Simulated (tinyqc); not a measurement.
A ladder of methods, and size consistency: correlation methods against full CI in the sto-6g basis, for BeH2, spin multiplicity 1. Computed by the program tinyqc with PySCF. All electrons correlated; +Q is the Davidson correction (1 - c0^2) E_corr. The last columns treat two copies 100 angstrom apart as one system. FCI is the lowest singlet.

Geometry (angstrom):
```
atom,x,y,z
Be,0.0000,0.0000,0.0000
H,0.0000,1.5730,0.0000
H,0.0000,-1.5730,0.0000
```

RHF energy of one = -15.674862 hartree

Correlation energies (hartree):
```
method,E_corr of one,share of FCI (%),E_corr of two at 100 angstrom,two minus twice one (mhartree)
MP2,-0.03054,62.439,-0.06108,0.000
CISD,-0.04734,96.793,-0.09091,3.778
CISD+Q,-0.04940,100.991,-0.09788,0.918
CCSD,-0.04820,98.553,-0.09641,0.000
CCSD(T),-0.04857,99.293,-0.09713,0.000
FCI,-0.04891,100.000,-,-
```

What does the comparison show, and why?

MP2 recovers 62 %, CISD 96.8 % and CCSD 98.6 % of the FCI value (c0^2 = 0.957 in CISD). MP2 and coupled cluster are size consistent, so their last column vanishes; CISD loses 3.78 mhartree, since a double excitation on each copy is a quadruple of the pair, and the Davidson correction leaves +0.92.
